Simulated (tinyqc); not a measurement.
Worked calculation: averaged masses of warped heavy- and light-hole bands. Values are carried at full precision from step to step, so a last printed digit may differ when a step is redone from the rounded ones.

Constants: Ry = 13.60569312 eV; a0 (Bohr radius) = 0.5291772105 angstrom; kB = 8.617333262e-05 eV/K; hbar^2/2m0 = 3.80998211 eV angstrom^2.

Inputs chosen for the exercise (near those of InP; shifted at random, so the results belong to these values and not to a real crystal):
```
symbol  value  unit  meaning
g1      5.09         Luttinger gamma1
g2      1.6          gamma2
g3      2.1          gamma3
eps     12.59        dielectric constant
mso     0.211  m0    split-off mass
Dso     0.108  eV    spin-orbit splitting
T       300    K     temperature
```

## Other forms of the parameters

Dresselhaus-Kip-Kittel form E = c [A k^2 -/+ sqrt(B^2 k^4 + C^2 (kx^2 ky^2 + ky^2 kz^2 + kz^2 kx^2))] with A = g1, B = 2 g2, C^2 = 12 (g3^2 - g2^2). Spherical form: mu = (6 g3 + 4 g2)/(5 g1), delta = (g3 - g2)/g1, masses 1/(g1 (1 -/+ mu)). Effective rydberg R* = Ry/(g1 eps^2) and radius a* = a0 g1 eps.

A, B, |C|: [5.090, 3.200, 4.712]

mu, delta: [0.7466, 0.0982]

spherical masses, heavy and light (m0): [0.7752, 0.1125]

R* = 16.86 meV
a* = 33.9 angstrom

delta/mu = 0.13 measures the warping against the spherical splitting.

## Masses along six directions

Four-band hole energies E = c k^2 f(u), c = hbar^2/2m0, f = g1 -/+ 2 sqrt(g2^2 + 3 (g3^2 - g2^2) s), s = ux^2 uy^2 + uy^2 uz^2 + uz^2 ux^2 for the unit vector u; minus for heavy, plus for light holes; the mass along u is 1/f.

Give s and both masses.

Masses (m0):
```
direction        s   heavy   light
[100]      0.00000  0.5291  0.1206
[110]      0.25000  0.8958  0.1103
[111]      0.33333  1.1236  0.1076
[210]      0.16000  0.7266  0.1136
[311]      0.15702  0.7219  0.1137
[321]      0.25000  0.8958  0.1103
```

The heavy mass grows by a factor of 2.12 from [100] to [111] while the light one shrinks by 11 %; 1/m_heavy + 1/m_light = 2 g1 in every direction.

## Density-of-states masses from three directions

m_d^(3/2) is the angular mean of m(u)^(3/2). The rule mean = (10 F[100] + 16 F[110] + 9 F[111])/35 is exact for cubic harmonics up to sixth order. Total m_d = (m_h^(3/2) + m_l^(3/2))^(2/3).

m^(3/2):
```
direction    heavy    light
[100]      0.38486  0.04190
[110]      0.84783  0.03665
[111]      1.19101  0.03532
```

m_d heavy, light (m0): [0.8645, 0.1126]

total = 0.8914 m0
share of light holes = 4.5 %

## Averages on a grid

Grid: n x n midpoints in cos(theta) from 0 to 1 and phi from 0 to pi/2, equal weights. m_d = <f^(-3/2)>^(2/3). Conductivity mass for one scattering time: 1/m_c = <|w|^2 f^(-5/2)>/<f^(-3/2)> with w = grad_k(k^2 f)/(2 k), that is |w|^2 = f^2 + |angular gradient of f|^2/4.

Use n = 40.

m_d heavy, light (m0): [0.8277, 0.1123]

m_c heavy, light (m0): [0.7001, 0.1119]

The three-direction rule differs from the grid by +4.44 % for heavy holes. Warping makes m_c of the heavy holes 15 % smaller than m_d; on a sphere the two are equal.

## Effective density of states

Nv = 2 (kT/(4 pi c))^(3/2) [m_h^(3/2) + m_l^(3/2) + mso^(3/2) exp(-Dso/kT)], c = hbar^2/2m0, parabolic bands, m_h and m_l the density-of-states masses from the grid; 1 angstrom^-3 = 1e24 cm^-3.

prefactor = 2.5094e+19 cm^-3

the three terms: [0.75309, 0.03764, 0.00149]

Nv = 1.988e+19 cm^-3

shares (%): [95.1, 4.8, 0.2]

kT/Dso = 0.24: thermal holes reach energies comparable with Dso, where the four-band form fails and the true Nv is larger.

## Checks

- m_d and m_c of heavy holes for g2 = g3 against 1/(g1 - 2 g3): they agree to 1e-10 or better.
- m_d of heavy holes on grids of 40 and 160: both 0.8277.

Computed by tinyqc, a small Python program: `OMP_NUM_THREADS=1 python tinyqc.py 1081261 1081262 out.jsonl` (the numbers bound the seed that draws the inputs); one thread of a shared host (Intel(R) Xeon(R) Processor @ 2.30GHz), about 0.03 s for the whole set of steps.
